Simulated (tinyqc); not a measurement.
Drifting, spreading and decaying minority pulse (Haynes-Shockley), backward Euler time steps: course in time.

Low injection in a uniform field: dn/dt = D d2n/dx2 - v dn/dx - n/tau with D = mu Vt and v = mu F towards +x. Exact solution on an infinite bar for a Gaussian start at x0: n = N0 exp(-t/tau) exp(-(x - x0 - v t)^2/(2 s^2))/sqrt(2 pi s^2), s^2 = s0^2 + 2 D t.

Exponentially fitted fluxes: d = F hx/Vt, B(d) = d/(exp(d) - 1), k = D dt/hx^2; (L n)_i = a n_(i-1) + b n_i + c n_(i+1) with a = k B(-d), c = k B(d), b = -a - c - dt/tau. Explicit steps keep n positive for dt up to 1/[(D/hx^2)(B(d) + B(-d)) + 1/tau].

Start: Nodes x_i = i hx, i = 1 to 11, n = 0 at nodes 0 and 12; the Gaussian at t = 0 with x0 = 4 hx.

(L n)_i = a n_(i-1) + b n_i + c n_(i+1), n = 0 beyond the ends. Backward Euler step: solve n(new) - L n(new) = n.

The same steps, now on nodes 1 to 60 (n = 0 at nodes 0 and 61), for 24 steps; centre = sum x n/sum n. Deviations are from the exact pulse, as a share of its largest value on the nodes; a run counts as stable if they stay under 100 %.

Parameters, values chosen for the exercise; mobility close to that of germanium at room temperature:
- T = 250 K (temperature)
- mu = 1930 cm^2/(V s) (minority-carrier mobility)
- F = 2.2 V/cm (sweep field along the drift)
- hx = 55 um (mesh step)
- tau = 1.7e-5 s (lifetime)
- N0 = 3e10 cm^-2 (injected sheet density)
- dt = 7.5e-7 s (time step)
- s0 = 65 um (initial width (standard deviation))

Constants: q = 1.602176634e-19 C, kB = 1.380649e-23 J/K, Vt = kB T/q. Results are converted to the units shown.

Course of the iteration:
```
step,hx sum n (cm^-2),centre (um),"most negative n (cm^-3), 0 if none",largest deviation (% of the peak)
1,2.82075e10,254.595,0,14.4
2,2.65326e10,289.730,0,14.7
3,2.49995e10,325.004,0,14.2
4,2.36103e10,360.087,0,13.4
5,2.23494e10,394.828,0,13.5
6,2.11983e10,429.179,0,13.5
7,2.01402e10,463.139,0,13.0
8,1.91612e10,496.731,0,13.1
9,1.82502e10,529.989,0,13.1
...,...,...,...,...
16,1.32141e10,756.059,0,13.3
17,1.26369e10,787.688,0,13.3
18,1.20873e10,819.203,0,13.3
19,1.15637e10,850.618,0,13.5
20,1.10643e10,881.943,0,13.5
21,1.05879e10,913.187,0,13.5
22,1.01330e10,944.360,0,13.6
23,9.69859e9,975.468,0,13.6
24,9.28352e9,1006.52,0,13.7
```

Is this run stable, and what does its course show?

Yes. The run is stable. After 24 steps the deviation is 14 % of the peak. From step 1 to the last the centre has moved at 1.03 v and the content is 11 % below N0 exp(-t/tau). On an endless mesh these steps would give a speed of 0.958 v and a content of 1.02 times the exact one, from dt/tau = 0.0441 alone; the rest comes from the absorbing ends.

tinyqc, about 0.01 s, one thread, Intel Xeon 2.30GHz (shared host): `OMP_NUM_THREADS=1 python tinyqc.py 2310124 2310125 out.jsonl`
